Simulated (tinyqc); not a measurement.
Joule-heated wire on a substrate, fin equation: one step of the calculation.

A wire of length L loses heat along itself to two contacts and sideways to the substrate: kap A theta'' - g theta + p = 0 with theta = T - T0 and p(x) = p0 exp(-((x/L - x0)/sg)^2/2). Each end passes the heat flow theta/Rc to its contact. Constant conductivity, diffusive heat flow.

Task. The tridiagonal system. Nodes x_i = i h, h = L/10; box widths w_i = h (h/2 at the ends); c = kap A/h; equation of node i: -c theta_(i-1) + d_i theta_i - c theta_(i+1) = b_i with d_i = 2 c + g w_i, b_i = p(x_i) w_i; at the end nodes d = c + g h/2 + 1/Rc and the missing neighbour is dropped.

Values chosen for this exercise: conductivity along the wire kap = 180 W/(m K); cross-section A = 730 nm^2; conductance per length to the substrate g = 0.27 W/(m K); length between the contacts L = 4000 nm; thermal resistance of each contact Rc = 6.4 K/uW; peak heating per length p0 = 0.0063 uW/nm; place of the hot spot as a share of L x0 = 0.7; width of the hot spot as a share of L sg = 0.13.

Find: c; d; b.

Result.

c = 0.32850 uW/K

| node | d (uW/K) | b (uW) |
|---|---|---|
| 0 | 0.53875 | 6.3736e-7 |
| 1 | 0.76500 | 5.9673e-5 |
| 2 | 0.76500 | 0.0015458 |
| 3 | 0.76500 | 0.022160 |
| 4 | 0.76500 | 0.17579 |
| 5 | 0.76500 | 0.77169 |
| 6 | 0.76500 | 1.8746 |
| 7 | 0.76500 | 2.5200 |
| 8 | 0.76500 | 1.8746 |
| 9 | 0.76500 | 0.77169 |
| 10 | 0.53875 | 0.087895 |

Computed by the program tinyqc: `OMP_NUM_THREADS=1 python tinyqc.py 2520049 2520050 out.jsonl`, one thread of a shared Intel Xeon 2.30GHz, about 0.01 s for the whole run.
